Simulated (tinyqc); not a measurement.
# Stacked nanosheet transistor, parasitic resistance, capacitance and delay: what changes with what

Ns sheets share one contact on top; each has perimeter p = 2 (Ws + ts) and cross-section A = Ws ts; contact width Wc = Ws + 10 nm, stack height Hs = Ns pv. Sheet 1 is the top one. Contact length Lc = CPP - Lg - 2 Lsp, shared by two neighbouring gates. Source and drain sides are equal. The formulas are first-order estimates, not field solutions.

Inputs (values chosen for the exercise); values close to those of silicon logic devices:
- T = 300 K (temperature)
- Ns = 4 (number of sheets)
- Ws = 50 nm (sheet width)
- ts = 7 nm (sheet thickness)
- pv = 18 nm (vertical pitch of the sheets)
- rv = 198 ohm (vertical resistance between sheet levels)
- CPP = 45 nm (contacted gate pitch)
- Lg = 12 nm (gate length)
- Lsp = 7 nm (spacer length)
- ks = 4.5 (relative permittivity of the spacer)
- Hc = 15 nm (gate height above the channel stack)
- rc = 9.2e-10 ohm cm^2 (contact resistivity)
- re = 0.0007 ohm cm (resistivity of the source-drain epitaxy)
- te = 15 nm (current-carrying depth of the epitaxy)
- rx = 0.00061 ohm cm (resistivity of the extension)
- Lov = 2 nm (gate overlap)
- Cinv = 2.6 uF/cm^2 (inversion capacitance)
- vx = 8.5e6 cm/s (injection velocity)
- mu = 250 cm^2/(V s) (apparent mobility)
- VT = 0.3 V (threshold at zero drain voltage)
- dl = 0.027 V/V (barrier lowering)
- n = 1.17 (subthreshold factor)
- Cw = 0.26 fF (wire load)
- Vdd = 0.7 V (supply voltage)

Constants: q = 1.602176634e-19 C, kB = 1.380649e-23 J/K, eps0 = 8.8541878128e-12 F/m, Vt = kB T/q. Results are converted to the units shown.

Each table varies one quantity; the others keep the values above.

## Effect of the number of sheets

Epitaxy sheet resistance Rsh = re/te, transfer length LT = sqrt(rc/Rsh), contact Rc = [sqrt(rc Rsh)/Wc] coth(Lc/(2 LT)); extension of one sheet Rx = rx Lsp/A. With N sheets: gate Cg = Cinv p N Lg; per side, plate Cp = ks eps0 [Wc (Hs + Hc) - N A]/Lsp, top fringe Cf = (2/pi) ks eps0 Wc ln(1 + Lg/(2 Lsp)), overlap Co = Cinv p N Lov. One sheet: I = p Q vx u/(1 + |u|^1.8)^(1/1.8), Q = Cinv n Vt ln(1 + exp((Vg' - VT + dl Vd')/(n Vt))), u = Vd' mu/(vx Lg), Vg' = Vgs - v, Vd' = Vds - 2 v, with the drop on each side v_j = Rc sum I + rv (sum over levels k = 2..j of the current of sheets k..Ns) + Rx I_j. Ieff = [I(Vgs = Vdd, Vds = Vdd/2) + I(Vdd/2, Vdd)]/2, total currents. With Cs = Cp + Cf + Co, the load of an inverter of two such devices driving an equal one is CL = 2 (Cg + 2 Cs) + 4 Cs + Cw (own drains counted twice for the Miller effect); delay CL Vdd/(2 Ieff).

The same in every row: Rc (ohm) = 185.3.

Effect of the number of sheets:

| Ns | Rx/N (ohm) | Ieff (uA) | CL (aF) | delay (ps) |
|---|---|---|---|---|
| 1 | 122.0 | 55.40 | 460.3 | 2.908 |
| 2 | 61.00 | 103.4 | 612.1 | 2.072 |
| 3 | 40.67 | 141.1 | 763.9 | 1.895 |
| 4 | 30.50 | 167.0 | 915.7 | 1.920 |
| 5 | 24.40 | 180.1 | 1068 | 2.075 |
| 6 | 20.33 | 185.4 | 1219 | 2.301 |

What does the comparison show?

As Ns goes from 1 to 6, Ieff rises from 55.4 to 185 uA, CL rises from 460 to 1220 aF and the delay goes from 2.91 through a minimum of 1.89 (at Ns = 3 among the rows listed) to 2.30 ps. From the first row to the last Ieff grows by a factor of 3.35 and CL by 2.65; the first step changes the delay by -29 %, the last by 11 %.

## Effect of the contact resistivity

Same model as above.

The same in every row: Rx/N (ohm) = 30.50; CL (aF) = 915.7.

Effect of the contact resistivity:

| rc (ohm cm^2) | Rc (ohm) | Ieff (uA) | delay (ps) |
|---|---|---|---|
| 1e-10 | 37.21 | 191.2 | 1.676 |
| 2.1e-10 | 58.70 | 187.4 | 1.710 |
| 4.5e-10 | 102.2 | 180.1 | 1.779 |
| 9.7e-10 | 194.1 | 165.6 | 1.935 |
| 2.1e-9 | 392.7 | 138.2 | 2.319 |
| 4.4e-9 | 796.4 | 99.02 | 3.237 |
| 9.4e-9 | 1674 | 59.58 | 5.380 |
| 2e-8 | 3533 | 32.59 | 9.835 |

As rc goes from 1e-10 to 2e-8 ohm cm^2, Ieff falls from 191 to 32.6 uA, CL stays at 916 aF and the delay rises from 1.68 to 9.83 ps. Rc goes as rc^(0.61) at the start and rc^(0.99) at the end (1/2 for a long contact, 1 for a short one). For rc = 1e-10 to 2.1e-10 ohm cm^2 rc lies near or below the quantum limit of metal-silicon contacts.

Program tinyqc, `OMP_NUM_THREADS=1 python tinyqc.py 2170173 2170174 out.jsonl`; Intel Xeon 2.30GHz, shared host, one thread, about 0.1 s.
